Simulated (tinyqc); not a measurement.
From results back to parameters: standing waves and exposure in a photoresist film. Three cases, with inputs chosen for the exercise.

Problem. Bleaching of a resist on an index-matched plate: T(0) = T12 exp(-(A + B) d), T(end) = T12 exp(-B d), T12 = 1 - ((n1 - 1)/(n1 + 1))^2, and the first slope dT/dD = T(0) C A T12 (1 - exp(-(A + B) d))/(A + B). Here d = dT and D is the dose; A, B and C are hidden.

Find: A; B; C.

Method. A = ln(T(end)/T(0))/d, B = ln(T12/T(end))/d, and the slope then gives C.

Case 1.

Values chosen (out of a larger set: a resist on Si, indices near tabulated ones; not measured data): n1 = 1.695 (resist index); dT = 0.691 micrometre (resist thickness on an index-matched plate).

T(0) = 0.497764
T(end) = 0.895584
dT/dD = 0.0058751 cm^2/mJ

Solution.

A = 0.85 1/micrometre
B = 0.06 1/micrometre
C = 0.029 cm^2/mJ

Case 2.

Values chosen (out of a larger set: a resist on Si, indices near tabulated ones; not measured data): n1 = 1.728 (resist index); dT = 0.693 micrometre (resist thickness on an index-matched plate).

T(0) = 0.652262
T(end) = 0.903392
dT/dD = 0.0061501 cm^2/mJ

Solution.

A = 0.47 1/micrometre
B = 0.04 1/micrometre
C = 0.037 cm^2/mJ

Case 3.

Values chosen (out of a larger set: a resist on Si, indices near tabulated ones; not measured data): n1 = 1.75 (resist index); dT = 0.54 micrometre (resist thickness on an index-matched plate).

T(0) = 0.456260
T(end) = 0.486805
dT/dD = 0.00064735 cm^2/mJ

Solution.

A = 0.12 1/micrometre
B = 1.19 1/micrometre
C = 0.033 cm^2/mJ

Computed by tinyqc, one run a case: `OMP_NUM_THREADS=1 python tinyqc.py N N+1 out.jsonl` with N = 1680892, 1680899, 1680986; one thread of a shared Intel(R) Xeon(R) Processor @ 2.30GHz, about 0.01 s a run at most.
